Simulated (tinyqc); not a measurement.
Worked calculation: six-band Luttinger-Kohn model with strain. Values are carried at full precision from step to step, so a last printed digit may differ when a step is redone from the rounded ones.

Constants: hbar^2/2m0 = 3.80998211 eV angstrom^2.

Parameters, chosen for this exercise (near those of Ge; not measured data): C11 = 125.8 GPa; C12 = 50.7 GPa; C44 = 66.6 GPa; load = uniaxial [111] (kind of stress); X = -0.24 GPa (stress); Dso = 0.297 eV (spin-orbit splitting); g1 = 13.42 (Luttinger gamma1); g2 = 4.18 (gamma2); g3 = 5.71 (gamma3); av = 1.28 eV (valence hydrostatic potential); b = -2.58 eV (tetragonal shear potential); d = -5.43 eV (trigonal shear potential); k = (-0.003, 0.009, 0.039) 1/angstrom (wave vector); kmax = 0.03 1/angstrom (end of the path).

## Strain from a uniaxial [111] stress

s11 = (C11 + C12)/((C11 - C12)(C11 + 2 C12)), s12 = -C12/((C11 - C12)(C11 + 2 C12)), s44 = 1/C44; exx = s11 sxx + s12 (syy + szz) and cyclic, exy = s44 sxy/2; tension is positive. A uniaxial stress X along the unit vector n is s_ij = X n_i n_j.

s11, s12, s44 (1/TPa): 10.3442  -2.9714  15.0150

strain tensor:
```
           x          y          z
x  -0.000352  -0.000601  -0.000601
y  -0.000601  -0.000352  -0.000601
z  -0.000601  -0.000601  -0.000352
```

The volume changes by -0.106 %; there is shear in the cubic axes, so d enters.

## The terms P, Q, R, S at one k

P = c g1 k^2 - av tr(e); Q = c g2 (kx^2 + ky^2 - 2 kz^2) - (b/2)(exx + eyy - 2 ezz); R = c sqrt3 [-g2 (kx^2 - ky^2) + 2i g3 kx ky] + (sqrt3/2) b (exx - eyy) - i d exy; S = 2 c sqrt3 g3 (kx - i ky) kz - d (exz - i eyz); c = hbar^2/2m0, e the strain tensor (not engineering shear).

Form the four terms.

Terms (eV):
```
term             from k        from strain
P               0.08237            0.00135
Q              -0.04701            0.00000
R      0.00199-0.00203i          -0.00326i
S     -0.00882-0.02645i  -0.00326+0.00326i
```

## The Hamiltonian

Six-band Luttinger-Kohn model in the basis |3/2,3/2>, |3/2,1/2>, |3/2,-1/2>, |3/2,-3/2>, |1/2,1/2>, |1/2,-1/2>, electron energies, zero at the top of the unstrained valence band. H = -[rows: (P+Q, -S, R, 0, -S/r2, r2 R); (-S*, P-Q, 0, R, -r2 Q, r32 S); (R*, 0, P-Q, S, r32 S*, r2 Q); (0, R*, S*, P+Q, -r2 R*, -S*/r2); (-S*/r2, -r2 Q, r32 S, -r2 R, P+Dso, 0); (r2 R*, r32 S*, r2 Q, -S/r2, 0, P+Dso)], r2 = sqrt(2), r32 = sqrt(3/2). Levels are twofold.

Each term is the sum of its two parts.

H(k) (eV):
```
                  3/2,3/2          3/2,1/2         3/2,-1/2         3/2,-3/2          1/2,1/2         1/2,-1/2
3/2,3/2           -0.0367  -0.0121-0.0232i  -0.0020+0.0053i                0  -0.0085-0.0164i  -0.0028+0.0075i
3/2,1/2   -0.0121+0.0232i          -0.1307                0  -0.0020+0.0053i          -0.0665   0.0148+0.0284i
3/2,-1/2  -0.0020-0.0053i                0          -0.1307   0.0121+0.0232i   0.0148-0.0284i           0.0665
3/2,-3/2                0  -0.0020-0.0053i   0.0121-0.0232i          -0.0367   0.0028+0.0075i  -0.0085+0.0164i
1/2,1/2   -0.0085+0.0164i          -0.0665   0.0148+0.0284i   0.0028-0.0075i          -0.3807                0
1/2,-1/2  -0.0028-0.0075i   0.0148-0.0284i           0.0665  -0.0085-0.0164i                0          -0.3807
```

## Levels and their make-up

Diagonalise H. The weights add +m and -m and are averaged over each pair; m is taken along z.

levels from the top, each twofold (eV): -0.0296  -0.1158  -0.4028

weights:
```
               top  second  third
|3/2,+-3/2>  0.935   0.060  0.005
|3/2,+-1/2>  0.065   0.863  0.072
|1/2,+-1/2>  0.000   0.077  0.923
```

The top pair is 93 % |3/2,+-3/2>, the second pair is 86 % |3/2,+-1/2> and the third pair is 92 % |1/2,+-1/2>.

## Band edges at k = 0
Diagonalise H at k = 0. The weights add +m and -m (m along z) and are averaged over each pair.

edges from the top (eV): 0.0045  -0.0070  -0.2986

weights at k = 0:
```
               top  second  third
|3/2,+-3/2>  0.500   0.500  0.000
|3/2,+-1/2>  0.500   0.500  0.000
|1/2,+-1/2>  0.001   0.000  0.999
```

The stress splits the top two pairs by 11.5 meV, 0.45 times kT at 300 K (25.85 meV); the third lies 303.1 meV below the top, against Dso = 297 meV without stress.

## Polarisation of the edge transitions

In the basis X, Y, Z times spin, H(k = 0) has -Dso/3 + l exx + m (eyy + ezz) on the diagonal (cyclic) and n exy off it, l = av + 2 b, m = av - b, n = sqrt(3) d. Spin-orbit term (Dso/3) L.sigma on X, Y, Z with (L_k)_ij = -i epsilon_kij: <X+|H|Y+> = -i Dso/3, <X+|H|Z-> = Dso/3, <Y+|H|Z-> = -i Dso/3, <Z+|H|X-> = -Dso/3, <Z+|H|Y-> = i Dso/3, <X-|H|Y-> = i Dso/3, and their conjugates; + and - are the spin along z. The strength of a transition to an s-like conduction level for light polarised along the unit vector u is the weight of the orbital ux X + uy Y + uz Z in the valence state, summed over spin and averaged over the pair.

strain block of X, Y, Z (eV):
```
          X         Y         Z
X  -0.00135   0.00565   0.00565
Y   0.00565  -0.00135   0.00565
Z   0.00565   0.00565  -0.00135
```

Relative strengths:
```
polarisation    top  second  third
[100]         0.333   0.333  0.333
[010]         0.333   0.333  0.333
[001]         0.333   0.333  0.333
[110]         0.512   0.167  0.321
[1-10]        0.154   0.500  0.346
[111]         0.691   0.000  0.309
```

The top pair is strongest for light along [111] (0.691) and weakest along [1-10] (0.154); without strain every direction has 1/3 on average over the fourfold top. For each polarisation the three pairs add up to 1.

## Hole masses at the edges

Curvature at k = 0: m/m0 = -2 c h^2/(E(h u) + E(-h u) - 2 E(0)) with h = 0.0002 1/angstrom along the unit vector u.

Hole masses (m0):
```
direction    top  second  third
[110]      0.051   0.130  0.077
[1-10]     0.137   0.052  0.072
[100]      0.075   0.075  0.075
[001]      0.075   0.075  0.075
```

Of the directions listed, the top pair is lightest along [110] (0.051) and heaviest along [1-10] (0.137). These masses hold only for hole energies well below the splitting of 12 meV.

## Bands along [100] and [001]

Six points from 0 to kmax in each direction.

Levels (eV):
```
direction  |k| (1/angstrom)      top   second    third  top, no stress  second, no stress
[100]                 0.000   0.0045  -0.0070  -0.2986          0.0000             0.0000
[100]                 0.006   0.0028  -0.0089  -0.3004         -0.0007            -0.0030
[100]                 0.012  -0.0012  -0.0159  -0.3061         -0.0028            -0.0118
[100]                 0.018  -0.0060  -0.0289  -0.3159         -0.0062            -0.0261
[100]                 0.024  -0.0114  -0.0476  -0.3304         -0.0111            -0.0454
[100]                 0.030  -0.0180  -0.0706  -0.3506         -0.0174            -0.0687
[001]                 0.000   0.0045  -0.0070  -0.2986          0.0000             0.0000
[001]                 0.006   0.0028  -0.0089  -0.3004         -0.0007            -0.0030
[001]                 0.012  -0.0012  -0.0159  -0.3061         -0.0028            -0.0118
[001]                 0.018  -0.0060  -0.0289  -0.3159         -0.0062            -0.0261
[001]                 0.024  -0.0114  -0.0476  -0.3304         -0.0111            -0.0454
[001]                 0.030  -0.0180  -0.0706  -0.3506         -0.0174            -0.0687
```

## Checks

- Levels against the same model in the basis X, Y, Z times spin: they agree to 1e-10 or better.

Computed by tinyqc, a small Python program: `OMP_NUM_THREADS=1 python tinyqc.py 1051477 1051478 out.jsonl` (the numbers bound the seed that draws the inputs); one thread of a shared host (Intel(R) Xeon(R) Processor @ 2.30GHz), about 0.03 s for the whole set of steps.
